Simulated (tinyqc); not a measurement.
Leakage through a gate insulator: direct, Fowler-Nordheim, trap-assisted and Poole-Frenkel currents: one step, computed by the program tinyqc. Command: `OMP_NUM_THREADS=1 python tinyqc.py 3016542 3016543 out.jsonl oxideleak walk`. One thread of a shared host (Intel(R) Xeon(R) Processor @ 2.30GHz), about 0.01 s of CPU time with the checks.

Electrons enter from the cathode Fermi level at x = 0; the conduction band of the insulator lies phi_b - e F x above it, F = V/t. WKB exponents use a parabolic band with mass m.

Problem. One trap at several depths. For a level a distance phi(x) below the band, the WKB exponent is 2 int kappa dx with kappa = sqrt(m phi/(hbar^2/2m_0)); for a linear barrier from phi_1 down to phi_2 = max(phi_1 - e F d, 0) it is G = (4/3) sqrt(m/(hbar^2/2m_0)) (phi_1^(3/2) - phi_2^(3/2))/(e F). A trap at depth x lies phi_t below the band. Capture: tunnel at the cathode Fermi level from 0 to x (G_in from phi_1 = phi_b), rate nu_0 exp(-G_in - E_c/k_B T) with E_c = E_a + max(phi_b - phi_t - e F x, 0), the last term being the height of the trap above the cathode Fermi level. Emission: tunnel from the trap level to the anode (G_out from phi_1 = phi_t over t - x), rate nu_0 exp(-G_out - E_a/k_B T). Re-emission to the cathode follows from detailed balance, rate_back = rate_in exp(dE/k_B T) with dE = phi_b - phi_t - e F x. Each trap passes R = rate_in rate_out/(rate_in + rate_back + rate_out) electrons per second; filling from the anode is left out. Depths: t times 0.08, 0.2, 0.32, 0.44, 0.56, 0.68, 0.8 and 0.92, rounded to 0.01 nm.

Inputs (values chosen for the exercise, with an insulator like Si3N4):
```
quantity                        value  unit
thickness t                       1.8    nm
barrier phi_b                    2.06    eV
tunnelling mass m                0.41   m_0
voltage across the insulator V    1.1     V
trap depth phi_t                  1.4    eV
attempt rate nu_0               6e+12   1/s
activation of capture E_a       0.076    eV
temperature T                     450     K
```

Constants: k_B = 8.617333262e-05 eV/K; hbar^2/(2 m_0) = 3.80998212 eV angstrom^2.

Give: Rates.

Solution.

Rates:
```
x (nm)   G_in  G_out  E_c (eV)  rate in (1/s)  rate back (1/s)  rate out (1/s)    R (1/s)
0.14     1.30  10.14    0.6504      8.452e+04        2.293e+11       3.327e+07  1.226e+01
0.36     3.30   9.17    0.5160      3.690e+05        3.124e+10       8.781e+07  1.034e+03
0.58     5.22   8.07    0.3816      1.730e+06        4.573e+09       2.652e+08  9.482e+04
0.79     6.98   6.90    0.2532      8.107e+06        7.828e+08       8.525e+08  4.205e+06
1.01     8.76   5.57    0.1188      4.409e+07        1.329e+08       3.225e+09  4.179e+07
1.22    10.38   4.20    0.0760      2.636e+07        2.902e+06       1.262e+10  2.630e+07
1.44    11.99   2.68    0.0760      5.259e+06        1.807e+04       5.785e+10  5.259e+06
1.66    13.51   1.07    0.0760      1.148e+06        1.231e+02       2.899e+11  1.148e+06
```

The most effective of these traps sits at 1.01 nm, 56 % of the way; where rate back exceeds rate out, re-emission drains the trap, and elsewhere the slower forward step limits R; here capture limits, and the best depth is where the trap level drops to the cathode Fermi level.
